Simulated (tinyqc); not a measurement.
A particle near a wafer in liquid: double-layer and van der Waals forces (DLVO), deposition barrier and removal: one step, computed by the program tinyqc. Command: `OMP_NUM_THREADS=1 python tinyqc.py 3111317 3111318 out.jsonl dlvo walk`. One thread of a shared host (Intel(R) Xeon(R) Processor @ 2.30GHz), about 0.01 s of CPU time with the checks.

Sphere and flat wall, Derjaguin approximation, constant potentials in the linear-superposition form, no retardation and no hydration force.

Problem. Critical salt concentration. The barrier height is zero when U = 0 and F = 0 together: kappa h = 1 and kappa = 6 Z/(e A), e = 2.718282 here; c follows from kappa^2, with the potentials held fixed.

Inputs (values chosen for the exercise, of the order of those for silicon nitride on silicon in water): Hamaker constant A = 2.8e-20 J; salt concentration c = 0.0053 mol/L; temperature T = 298 K.

Z = 12.86275 pN

kappa = 0.4790564 1/nm

Give: critical kappa; critical concentration.

Solution.

critical kappa = 1.014 1/nm

critical concentration = 0.02374 mol/L
